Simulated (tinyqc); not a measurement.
Slope factor and drain-induced lowering from three currents.

Inverse problem. With source and body at 0 V, I = A exp((Vg + dd Vd)/(nf Vt)) (1 - exp(-Vd/Vt)). Find nf, the swing nf Vt ln 10 and dd.

Inputs (values chosen for the exercise):
```
symbol,value,unit,meaning
T,378,K,temperature
```

Constants: q = 1.602176634e-19 C, kB = 1.380649e-23 J/K, Vt = kB T/q. Results are converted to the units shown.

currents at (Vg, Vd) = (0, 0.05), (0, 1.1) and (0.12, 1.1) V (nA/um): 0.19498028  1.3059634  19.604232

Answer. The pair at equal Vd gives nf; the pair at equal Vg, after dividing out the factors 1 - exp(-Vd/Vt), gives dd.

nf = 1.36
swing = 102 mV/decade
dd = 0.0700

Computed by the program tinyqc: `OMP_NUM_THREADS=1 python tinyqc.py 2242103 2242104 out.jsonl`, one thread of a shared Intel Xeon 2.30GHz, about 0.04 s for the whole run.
